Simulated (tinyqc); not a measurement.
# Trap density by the high-low method

Problem. In depletion, where minority carriers are negligible, a MOS capacitor has 1/C_LF = 1/Cox + 1/(Cd + q Dit) and 1/C_HF = 1/Cox + 1/Cd. Find Cd and Dit.

Constants: q = 1.602176634e-19 C. Results are converted to the units shown.

Cox, C_LF, C_HF (uF/cm^2): 0.26562563  0.13462732  0.12677999

Solution. Removing Cox from each series combination leaves Cd + q Dit and Cd; their difference over q is Dit.

Cd = 0.243 uF/cm^2
Dit = 1.90e11 cm^-2 eV^-1

Program tinyqc, `OMP_NUM_THREADS=1 python tinyqc.py 2060117 2060118 out.jsonl`; Intel Xeon 2.30GHz, shared host, one thread, about 0.01 s.
